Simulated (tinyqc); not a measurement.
From results back to parameters: standing waves and exposure in a photoresist film. Five cases, with inputs chosen for the exercise.

Problem. Bleaching of a resist on an index-matched plate: T(0) = T12 exp(-(A + B) d), T(end) = T12 exp(-B d), T12 = 1 - ((n1 - 1)/(n1 + 1))^2, and the first slope dT/dD = T(0) C A T12 (1 - exp(-(A + B) d))/(A + B). Here d = dT and D is the dose; A, B and C are hidden.

Find: A; B; C.

Method. A = ln(T(end)/T(0))/d, B = ln(T12/T(end))/d, and the slope then gives C.

Case 1.

Values chosen (out of a larger set: a resist on Cu, indices near tabulated ones; not measured data): n1 = 1.69 (resist index); dT = 0.148 micrometre (resist thickness on an index-matched plate).

T(0) = 0.820124
T(end) = 0.827439
dT/dD = 0.00020413 cm^2/mJ

Solution.

A = 0.06 1/micrometre
B = 0.82 1/micrometre
C = 0.032 cm^2/mJ

Case 2.

Values chosen (out of a larger set: a resist on Si, indices near tabulated ones; not measured data): n1 = 1.684 (resist index); dT = 1.031 micrometre (resist thickness on an index-matched plate).

T(0) = 0.440528
T(end) = 0.852195
dT/dD = 0.0036289 cm^2/mJ

Solution.

A = 0.64 1/micrometre
B = 0.09 1/micrometre
C = 0.019 cm^2/mJ

Case 3.

Values chosen (out of a larger set: a resist on polySi, indices near tabulated ones; not measured data): n1 = 1.728 (resist index); dT = 0.137 micrometre (resist thickness on an index-matched plate).

T(0) = 0.831230
T(end) = 0.847327
dT/dD = 0.00046251 cm^2/mJ

Solution.

A = 0.14 1/micrometre
B = 0.67 1/micrometre
C = 0.033 cm^2/mJ

Case 4.

Values chosen (out of a larger set: a resist on Cu, indices near tabulated ones; not measured data): n1 = 1.679 (resist index); dT = 0.211 micrometre (resist thickness on an index-matched plate).

T(0) = 0.709777
T(end) = 0.729516
dT/dD = 0.00022284 cm^2/mJ

Solution.

A = 0.13 1/micrometre
B = 1.18 1/micrometre
C = 0.014 cm^2/mJ

Case 5.

Values chosen (out of a larger set: a resist on Si, indices near tabulated ones; not measured data): n1 = 1.734 (resist index); dT = 0.547 micrometre (resist thickness on an index-matched plate).

T(0) = 0.713647
T(end) = 0.745570
dT/dD = 0.00073910 cm^2/mJ

Solution.

A = 0.08 1/micrometre
B = 0.40 1/micrometre
C = 0.029 cm^2/mJ

Computed by tinyqc, one run a case: `OMP_NUM_THREADS=1 python tinyqc.py N N+1 out.jsonl` with N = 1681397, 1681495, 1681498, 1681516, 1681523; one thread of a shared Intel(R) Xeon(R) Processor @ 2.30GHz, about 0.01 s a run at most.
